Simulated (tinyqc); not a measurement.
Thermal stress, cracking, delamination and buckling of a thin film; Griffith cracks and misfitting inclusions: one step, computed by the program tinyqc. Command: `OMP_NUM_THREADS=1 python tinyqc.py 3018476 3018477 out.jsonl filmcrack walk`. One thread of a shared host (Intel(R) Xeon(R) Processor @ 2.30GHz), about 0.01 s of CPU time with the checks.

Isotropic linear elasticity; the substrate is much thicker than the film; stress is positive in tension.

Task: Channel cracks and edge delamination. Channel crack through the film: G = pi g G0, critical thickness where G = Gamma_f. Steady delamination from an edge: G = G0, critical thickness where G = Gamma_i.

Inputs (values chosen for the exercise, modelled on an aluminium film on silicon):
```
quantity                     value        unit
film Young's modulus E        73.2         GPa
deposition temperature T_d     500           K
final temperature T            300           K
film thickness h              0.29  micrometre
film toughness Gamma_f        2.12       J/m^2
interface toughness Gamma_i     12       J/m^2
```

factor g = 1.012594

G0 = 0.1830113 J/m^2

Give: driving force for channelling; critical thickness for channelling; critical thickness for delamination.

Result:

driving force for channelling = 0.58219 J/m^2

critical thickness for channelling = 1.0560 micrometre

critical thickness for delamination = 19.015 micrometre

As the film thickens, channel cracking comes first. At h the film is safe against both. Caution: at a stress above 0.4 % of E a ductile film would yield, and the elastic value is then an upper bound; a brittle film in tension cracks instead. Caution: plastic flow makes a ductile metal film far tougher than the brittle value used here.
